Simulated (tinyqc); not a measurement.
# Worked calculation: tunnelling through a gate dielectric with the two-band (Franz) dispersion, WKB transmission and Tsu-Esaki current

Computed by the program tinyqc: `OMP_NUM_THREADS=1 python tinyqc.py 2540147 2540148 out.jsonl`, one thread of a shared Intel Xeon 2.30GHz, about 0.03 s for the whole run. Printed values are rounded.

Electrons leave the emitter at x = 0. Energies E (motion across the layers) are in eV from the emitter Fermi level; the collector Fermi level lies at -V and offers states at every E. No charge in the dielectric and no image force: F1 = V/t1, U = phi1 - F1 x. With C = hbar^2/(2 m0), kappa = sqrt(m u (1 - u/Egx)/C), u = U - E where U > E and 0 elsewhere; T(E) = exp(-S), S = 2 times the integral of kappa over x.

Parameters, values chosen for the exercise; dielectric values close to those of silicon dioxide: temperature T = 300 K; Fermi energy of the emitter above its band bottom Ef = 0.45 eV; emitter mass in the supply function me = 1 m0; barrier of layer 1 above the emitter Fermi level at zero bias phi1 = 3.23 eV; tunnelling mass of layer 1 m1 = 0.49 m0; thickness of layer 1 t1 = 3.2 nm; gap parameter of the two-band dispersion, set freely Egx = 7.7 eV; voltage across the dielectric V = 1.3 V; energy of the electron followed E = 0 eV; cells in each layer nc = 7; lower end of the energy grid Ea = -0.45 eV; upper end of the energy grid Eb = 0.25 eV; points of the energy grid nE = 13.

Constants: q = 1.602176634e-19 C, kB = 1.380649e-23 J/K, hbar = 1.054571817e-34 J s, m0 = 9.1093837015e-31 kg, Vt = kB T/q, hbar^2/(2 m0) = 0.0380998212 eV nm^2. Results are converted to the units shown.

## Fields and band edges

F1 = V/t1, U = phi1 - F1 x.

F1 = 4.06250 MV/cm
U at x = t1 = 1.93 eV

## WKB exponent by the midpoint rule

Cut each layer into nc equal cells, take U and kappa at the cell centres, and sum S = 2 sum kappa h.

```
cell   x (nm)   U (eV)  kappa (1/nm)
0     0.22857  3.13714       4.88964
1     0.68571  2.95143       4.83826
2     1.14286  2.76571       4.77427
3     1.60000  2.58000       4.69717
4     2.05714  2.39429       4.60629
5     2.51429  2.20857       4.50080
6     2.97143  2.02286       4.37964
```

S = 29.8844
T(E) = 1.05044e-13

## WKB exponent in closed form

Each layer adds (2/F) sqrt(m/C) [G(u at its left edge) - G(u at its right edge)] to S, with u = U - E (0 where negative) and G(u) = Egx^1.5 (th - sin(4 th)/4)/4, th = arcsin sqrt(u/Egx). The slope follows from 1/d = -dS/dE.

S = 29.8806
T(E) = 1.05440e-13
energy d over which T(E) grows by a factor e = 0.33970 eV

The midpoint rule gives S = 29.884, so its T(E) is 0.38 % below this value. The band edge stays above E through the whole stack: direct tunnelling through a trapezoid.

## Current density on a coarse energy grid

J = J0 times the integral of T(E) N(E) dE, N = ln[(1 + exp(-E/Vt))/(1 + exp((-E - V)/Vt))], J0 = q^2 me m0 kB T/(2 pi^2 hbar^3) (times 1e-4 for A/cm^2 per eV), by Simpson's rule on nE equally spaced points from Ea to Eb.

```
point     E (eV)         T(E)           N       T(E) N
0      -0.450000  3.61701e-14     17.4068  6.29605e-13
1      -0.391667  4.04111e-14     15.1503  6.12242e-13
2      -0.333333  4.55156e-14     12.8939  5.86875e-13
3      -0.275000  5.16858e-14     10.6375  5.49808e-13
4      -0.216667  5.91807e-14     8.38127  4.96010e-13
5      -0.158333  6.83341e-14     6.12679  4.18669e-13
6      -0.100000  7.95789e-14     3.88885  3.09471e-13
7      -0.041667  9.34806e-14     1.79368  1.67674e-13
8       0.016667  1.10783e-13    0.421878  4.67368e-14
9       0.075000  1.32470e-13   0.0535039  7.08768e-15
10      0.133333  1.59859e-13  0.00573920  9.17463e-16
11      0.191667  1.94719e-13  6.02575e-4  1.17333e-16
12      0.250000  2.39452e-13  6.31206e-5  1.51144e-17
```

J0 = 4.18366e8 A/(cm^2 eV)
J = 8.56769e-5 A/cm^2

The integrand peaks at E = -0.450 eV among these points. A converged quadrature from -Ef to above the barrier gives 8.564e-5 A/cm^2; this grid is 0.041 % above that.
